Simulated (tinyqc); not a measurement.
What the s* orbital does: sp3s* tight binding with spin-orbit coupling.

sp3s* tight binding, nearest neighbours only: anion (a) at 0, cation (c) at a/4 (1,1,1), orbitals s, px, py, pz, s* on each; k in units of 2 pi/a. With phases e_j = exp(i (pi/2) k.n_j) for n = (1,1,1), (1,-1,-1), (-1,1,-1), (-1,-1,1): g0 = (e1+e2+e3+e4)/4, g1 = (e1+e2-e3-e4)/4, g2 = (e1-e2+e3-e4)/4, g3 = (e1-e2-e3+e4)/4. The diagonal holds the levels Esa, Epa, Exa (s*) and Esc, Epc, Exc. Anion-cation block: <sa|sc> = Vss g0; <sa|xc> = Vsapc g1; <xa|sc> = -Vscpa g1; <xa|xc> = Vxx g0; <xa|yc> = <ya|xc> = Vxy g3, <xa|zc> = <za|xc> = Vxy g2, <ya|zc> = <za|yc> = Vxy g1; <s*a|xc> = Vxapc g1; <xa|s*c> = -Vpaxc g1; y and z take g2 and g3 in place of g1; s-s* and s*-s* vanish.

Spin-orbit coupling acts within the p shell of each atom as (D/3) L.sigma, D = Da or Dc: it puts four states at Ep + D/3 and two at Ep - 2D/3.

Parameters, chosen for this exercise (near a published set for InP, fitted to gaps, whose masses and valley positions are rough; spin-orbit coupling, where it is added without a refit, lifts the valence top and shrinks all gaps by about a third of the splitting; shifted at random, so the results belong to these values and not to a real crystal):
```
symbol  value   unit  meaning
Esa     -8.605  eV    s level of the anion
Epa     0.872   eV    p level of the anion
Esc     -1.5    eV    s level of the cation
Epc     4.054   eV    p level of the cation
Exa     8.31    eV    s* level of the anion
Exc     7.047   eV    s* level of the cation
Vss     -5.296  eV    s-s
Vxx     1.859   eV    px-px
Vxy     4.22    eV    px-py
Vsapc   2.237   eV    s anion, p cation
Vscpa   5.521   eV    s cation, p anion
Vxapc   3.448   eV    s* anion, p cation
Vpaxc   4.479   eV    p anion, s* cation
Da      0.064   eV    atomic spin-orbit splitting, anion
Dc      0.403   eV    the same, cation
```

The s* couplings Vxapc and Vpaxc are scaled by f; f = 0 is the plain sp3 model. Gaps from the top of the valence band at Gamma; the Delta value is the minimum on (x,0,0), 0.5 <= x <= 1.

Gaps (eV):
```
f      Gamma   Delta       L  x of the minimum
0.00  1.2678  3.5804  2.7086             0.500
0.25  1.2678  3.5072  2.6338             0.500
0.75  1.2678  3.0274  2.1366             0.500
0.90  1.2678  2.7001  1.9370             1.000
1.00  1.2678  2.4112  1.7984             1.000
1.10  1.2678  2.1154  1.6570             1.000
```

Give the missing row, f = 0.50.

Computed row:
```
f      Gamma   Delta       L  x of the minimum
0.50  1.2678  3.3081  2.4289             0.500
```

The gap at Gamma stays, since g1 to g3 vanish there. From f = 0 to 1 the s* levels lower the Delta value by 1.169 eV and L by 0.910 eV. For f = 0, 0.25, 0.5 and 0.75 the least value lies at x = 0.5, the end of the range: any valley further out lies above that value until s* has lowered it enough. The lowest of the three is Gamma at both f = 0 and f = 1.

Program tinyqc; command `OMP_NUM_THREADS=1 python tinyqc.py 1450585 1450586 out.jsonl`; about 0.2 s on one thread of a shared Intel(R) Xeon(R) Processor @ 2.30GHz.
